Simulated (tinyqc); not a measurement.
Koster-Slater impurity in a tight-binding band, by Green functions and by supercells: one step, computed by the program tinyqc.

One orbital per site, e(k) = -2 t sum cos(k_i) over 3 direction(s), band from -6 t to 6 t, lattice constant 1. One site has the extra energy U. Spin is left out.

Question. Scattering. T = U/(1 - U G0); phase shift delta = -arg(1 - U G0) in (-pi, pi]; host density of states -Im G0/pi; on the impurity -Im[G0/(1 - U G0)]/pi; lifetime of a band state hbar/(-2 c Im T).

Inputs (values chosen for the exercise, for a model band): impurity potential U = 1.98 eV; impurity concentration c = 0.0003 per site.

Lattice: simple cubic.

G0(E + i eta) = 0.6566866-0.1978720i 1/eV

Constants: hbar = 6.582119569e-16 eV s.

Give: T matrix; phase shift delta; host density of states; density of states on the impurity; scattering lifetime.

Answer.

T matrix = -2.440-3.184i eV

phase shift delta = -2.225 rad

host density of states = 0.06298 1/eV

density of states on the impurity = 0.2585 1/eV

scattering lifetime = 344.5 fs

The Born approximation would take Im T = U^2 Im G0 = -0.776 eV, 0.244 times the full value.
